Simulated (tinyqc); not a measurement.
Tight binding, dimerised chain, step by step. One step of it, computed by the program tinyqc.

Problem. Bloch Hamiltonian at k. H_AA = +delta, H_BB = -delta, H_AB = -t1 - t2 exp(-i k a).

Parameters chosen for this model:
```
parameter     value                      unit
t1         2.010000       eV, inside the cell
t2         1.520000         eV, between cells
delta             0  eV, +/- on the two sites
```

k point k (2 pi / a): [0.270000]

Give: H(k) at k.

Solution.

H(k) at k (eV), order A, B:
$$\begin{pmatrix}
0.0000 & -1.8195+1.5080i \\
-1.8195-1.5080i & 0.0000
\end{pmatrix}$$
